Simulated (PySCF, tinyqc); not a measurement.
Worked calculation: CIS on RHF in the sto-6g basis, for H3-, spin multiplicity 1. The basis has no diffuse functions, so it cannot describe the extra electron: this is an exercise in the method, not the real anion. The lowest restricted solution is unstable here: a spin-polarised one lies 0.1670 hartree lower (PySCF). Computed by tinyqc, a small Python program that keeps every step (integrals from PySCF). Settings: charge = -1, multiplicity = 1, basis = sto-6g, method = RHF, energy threshold = 1e-10, iteration cap = 80, orthogonalisation = symmetric, start = core, DIIS depth = 6. Command: `OMP_NUM_THREADS=1 python tinyqc.py 26803 26804 out.jsonl` (the two numbers bound the seeds that draw the settings). One thread of a shared host (Intel(R) Xeon(R) Processor @ 2.60GHz), about 0.06 s of CPU time with the checks. The early iterations of the SCF are left out here.

## One-electron integrals

Geometry (angstrom):
```
atom         x         y         z
H     0.000000  0.000000  0.000000
H     0.000000  0.000000  1.032000
H     0.000000  0.894000  0.516000
```

Basis sto-6g: exponents (1/bohr^2) and contraction coefficients of normalised primitives:
```
element  l (shell)   exponent  coefficient
H            s (1)  35.523221     0.009164
H            s (1)   6.513144     0.049361
H            s (1)   1.822143     0.168538
H            s (1)   0.625955     0.370563
H            s (1)   0.243077     0.416492
H            s (1)   0.100112     0.130334
```

Overlap, kinetic and nuclear-attraction integrals over the contracted functions; the nuclear repulsion is the sum of Za Zb / Rab.

nuclear repulsion = 1.53808060 hartree

overlap S, lower triangle:
```
          1H 1s     2H 1s     3H 1s
1H 1s  1.000000
2H 1s  0.478130  1.000000
3H 1s  0.478000  0.478000  1.000000
```

kinetic energy T (hartree), lower triangle:
```
          1H 1s     2H 1s     3H 1s
1H 1s  0.768522
2H 1s  0.100627  0.768522
3H 1s  0.100551  0.100551  0.768522
```

nuclear attraction V (hartree), lower triangle:
```
           1H 1s      2H 1s      3H 1s
1H 1s  -2.237192
2H 1s  -1.012367  -2.237192
3H 1s  -1.012050  -1.012050  -2.237095
```

core Hamiltonian H = T + V (hartree), lower triangle:
```
           1H 1s      2H 1s      3H 1s
1H 1s  -1.468670
2H 1s  -0.911741  -1.468670
3H 1s  -0.911499  -0.911499  -1.468573
```

## Two-electron integrals

Functions are numbered as in S; the eight-fold symmetry (ij|kl) = (ji|kl) = (kl|ij) leaves the list below.

Two-electron integrals (ij|kl) in chemists' order, unique and non-zero (hartree):
```
(11|11) 0.774999   (21|11) 0.294970   (21|21) 0.145152   (22|11) 0.467736
(22|21) 0.294970   (22|22) 0.774999   (31|11) 0.294869   (31|21) 0.130264
(31|22) 0.234637   (31|31) 0.145064   (32|11) 0.234637   (32|21) 0.130264
(32|22) 0.294869   (32|31) 0.130231   (32|32) 0.145064   (33|11) 0.467664
(33|21) 0.234677   (33|22) 0.467664   (33|31) 0.294869   (33|32) 0.294869
(33|33) 0.774999
```

## Orthogonalisation

S = U s U^T; symmetric (Loewdin) form X = U s^(-1/2) U^T, so that X^T S X = 1.

eigenvalues of S: 0.521870  0.522044  1.956086

X, lower triangle:
```
           1H 1s      2H 1s     3H 1s
1H 1s   1.161124
2H 1s  -0.223140   1.161124
3H 1s  -0.223004  -0.223004  1.161049
```

## Starting guess

The start is the orbitals of the core Hamiltonian; D = 2 C_occ C_occ^T.

D at the start, lower triangle:
```
           1H 1s      2H 1s     3H 1s
1H 1s   0.979276
2H 1s   0.979276   0.979276
3H 1s  -0.936187  -0.936187  2.894994
```

## Iteration 2 (converged): orbitals

converged F (hartree), lower triangle:
```
           1H 1s      2H 1s     3H 1s
1H 1s   0.137101
2H 1s  -0.293998   0.137101
3H 1s  -0.155676  -0.155676  0.207112
```

Diagonalise F' = X^T F X, C = X C', fill 2 alpha and 2 beta electrons from the bottom; D = 2 C_occ C_occ^T. Each column has its largest component positive (the first on a tie).

F' = X^T F X (hartree), lower triangle:
```
           1          2         3
1   0.419439
2  -0.406626   0.419439
3  -0.205828  -0.205828  0.424818
```

orbital energies (hartree): MO1 -0.137790, MO2 0.575421, MO3 0.826066

coefficients C:
```
            MO1        MO2        MO3
1H 1s  0.486604  -0.502846   0.978822
2H 1s  0.486604  -0.502846  -0.978822
3H 1s  0.253424   1.176126   0.000000
```

D after iteration 2, lower triangle:
```
           1H 1s      2H 1s     3H 1s
1H 1s   0.979276
2H 1s   0.979276   0.979276
3H 1s  -0.936187  -0.936187  2.894994
```

## Convergence

Stop when the energy changes by less than 1e-10 hartree and every element of the error matrix X^T (F D S - S D F) X is below 3e-06.

Course of the cycle:
```
iteration  E (hartree)    change  largest element of the error matrix
1          -0.77445520         -                             5.92e-13
2          -0.77445520  0.000000                             1.99e-13
```

PySCF RHF in the same basis = -0.77445520 hartree

Converged in 2 iterations.

## Populations, bond orders and dipole

Mulliken: Z minus the diagonal of D S on the atom; Loewdin: the same with S^(1/2) D S^(1/2); Mayer order: 2 sum_s sum (D(s) S)_ij (D(s) S)_ji over the two atoms.

Charges (e):
```
atom   Mulliken    Loewdin
1H            0          0
2H            0          0
3H    -1.000000  -1.000000
```

Mayer bond orders:
```
pair     order
2-1   1.000000
3-1          0
3-2          0
```

dipole moment about the origin, x y z (debye): 0.000000  -4.294065  -2.478454

## Integrals over molecular orbitals

(pq|rs) = sum C_ip C_jq C_kr C_ls (ij|kl), one index at a time.

one-electron integrals over orbitals h = C^T H C (hartree), lower triangle:
```
           1          2          3
1  -1.671216
2  -0.083815  -1.078952
3   0.000000   0.000000  -1.067180
```

Two-electron integrals over orbitals (pq|rs), unique and non-zero (hartree):
```
(11|11) 0.586850    (21|11) -0.030762   (21|21) 0.110184    (22|11) 0.528380
(22|21) 0.114577    (22|22) 0.707797    (31|31) 0.169703    (32|31) -0.084247
(32|32) 0.051676    (33|11) 0.587930    (33|21) -0.084201   (33|22) 0.469383
(33|33) 0.648357
```

## CIS matrix, singlets

A(ia,jb) = (e_a - e_i) d_ij d_ab + 2 (ia|jb) - (ij|ab).

CIS matrix A, singlet (hartree):
```
           1>3        2>3
1>3   0.715331  -0.084294
2>3  -0.084294  -0.115386
```

## CIS singlet states

dipole integrals <i|r|a> (bohr):
```
            x         y          z
1>3  0.000000  0.000000  -1.044496
2>3  0.000000  0.000000   0.423302
```

Diagonalise A (1 hartree = 27.211386 eV); each vector has its largest component positive (the first on a tie). The transition dipole is mu = sqrt2 sum c_ia <i|r|a>.

singlet excitation energies (eV): -3.370224  19.695555

lowest vectors:
```
      state 1    state 2
1>3  0.099944   0.994993
2>3  0.994993  -0.099944
```

oscillator strengths 2/3 w |mu|^2: -0.016573  1.128931

A negative triplet energy shows that the restricted solution is unstable towards a spin-polarised one.

## CIS matrix, triplets

A(ia,jb) = (e_a - e_i) d_ij d_ab - (ij|ab).

CIS matrix A, triplet (hartree):
```
          1>3        2>3
1>3  0.375926   0.084201
2>3  0.084201  -0.218739
```

## CIS triplet states

Diagonalise A (1 hartree = 27.211386 eV); each vector has its largest component positive (the first on a tie).

triplet excitation energies (eV): -6.270350  10.547638

lowest vectors:
```
       state 1   state 2
1>3  -0.137544  0.990496
2>3   0.990496  0.137544
```

A negative triplet energy shows that the restricted solution is unstable towards a spin-polarised one.
